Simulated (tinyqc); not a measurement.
From results back to parameters: hole subbands of a hard-walled well, four-band Luttinger model. Three cases, with inputs chosen for the exercise.

Problem. At k = 0 in a hard-walled well HHn = c (g1 - 2 g2)(n pi/L)^2 - Z0 and LHn = c (g1 + 2 g2)(n pi/L)^2 + Z0, c = hbar^2/2m0. Two spacings were computed from hidden g1 and g2.

Constants: hbar^2/2m0 = 3.80998211 eV angstrom^2.

Case 1.

Values chosen (out of a larger set: near those of GaAs; not measured data): L = 180 angstrom (well width along [001]); Z0 = 0.0397 eV (shear strain energy).

HH2 - HH1 = 10.097 meV
LH1 - HH1 = 88.917 meV

Case 2.

Values chosen (out of a larger set: near those of InP; not measured data): L = 145 angstrom (well width along [001]); Z0 = 0.0555 eV (shear strain energy).

HH2 - HH1 = 9.712 meV
LH1 - HH1 = 122.518 meV

Case 3.

Values chosen (out of a larger set: near those of InAs; not measured data): L = 140 angstrom (well width along [001]); Z0 = 0.0223 eV (shear strain energy).

HH2 - HH1 = 16.979 meV
LH1 - HH1 = 109.753 meV

Find: u = c (pi/L)^2; g2; g1.
Solution. HH2 - HH1 = 3u (g1 - 2 g2) and LH1 - HH1 = 4 u g2 + 2 Z0.

Case 1.

u = c (pi/L)^2 = 1.161 meV
g2 = 2.05
g1 = 7.00

Case 2.

u = c (pi/L)^2 = 1.788 meV
g2 = 1.61
g1 = 5.03

Case 3.

u = c (pi/L)^2 = 1.919 meV
g2 = 8.49
g1 = 19.93

Computed by tinyqc, one run a case: `OMP_NUM_THREADS=1 python tinyqc.py N N+1 out.jsonl` with N = 1280208, 1280285, 1280292; one thread of a shared Intel(R) Xeon(R) Processor @ 2.30GHz, about 0.2 s a run at most.
